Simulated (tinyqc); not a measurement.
Composition and strain of an epitaxial Si(1-x)Ge(x) layer from Raman and X-ray peaks: one step, computed by the program tinyqc.

A (001) layer, biaxially strained in the plane. The Raman peaks follow empirical lines omega = w0 + c1 x + c3 x^3 + b eps (c3 for Si-Ge alone), with eps the in-plane strain.

Problem. Raman peaks. Insert x and eps in the three lines; the strain part is b eps.

Inputs (values chosen for the exercise, modelled on silicon-germanium):
```
quantity                     value  unit
Ge fraction x                 0.61     -
Si-Si: w0                    521.2  1/cm
Si-Si: c1                    -67.3  1/cm
Si-Si: strain coefficient b   -683  1/cm
Si-Ge: w0                    400.4  1/cm
Si-Ge: c1                     25.7  1/cm
Si-Ge: c3                    -33.8  1/cm
Si-Ge: strain coefficient b   -541  1/cm
Ge-Ge: w0                    280.1  1/cm
Ge-Ge: c1                     18.5  1/cm
Ge-Ge: strain coefficient b   -453  1/cm
```

Substrate: germanium.

in-plane strain eps = 17.15557 per mille

Give: Si-Si peak; Si-Ge peak; Ge-Ge peak; strain parts.

Solution.

Si-Si peak = 468.4 1/cm

Si-Ge peak = 399.1 1/cm

Ge-Ge peak = 283.6 1/cm

strain parts (1/cm): Si-Si -11.72, Si-Ge -9.28, Ge-Ge -7.77

Read as unstrained, the Si-Si peak would give x = 0.784 in place of 0.61.
